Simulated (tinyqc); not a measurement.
Mobility, diffusion coefficient and lifetime from two collectors.

Inverse problem. For an injected sheet in a field F the peak time tp at distance L obeys u^2 tp^2 + 2 D tp = L^2 with u^2 = v^2 + 4 D/tau, and the pulse area goes as exp(L (v - u)/(2 D)); v = mu F. Find u, D, mu and tau without using the Einstein relation.

Inputs (values chosen for the exercise):

| symbol | value | unit | meaning |
|---|---|---|---|
| F | 52 | V/cm | sweep field along the drift |

distances (um): 100  200
peak times (us): 0.378406988  0.775406691
ratio of the areas, far over near = 0.789479802

Answer. The two peak times give two linear equations for u^2 and D; the area ratio gives v - u, and u^2 - v^2 = 4 D/tau gives tau.

u = 2.517e4 cm/s
D = 12.23 cm^2/s
mu = 473.0 cm^2/(V s)
tau = 1.700e-6 s

Computed by the program tinyqc: `OMP_NUM_THREADS=1 python tinyqc.py 2310044 2310045 out.jsonl`, one thread of a shared Intel Xeon 2.30GHz, about 0.01 s for the whole run.
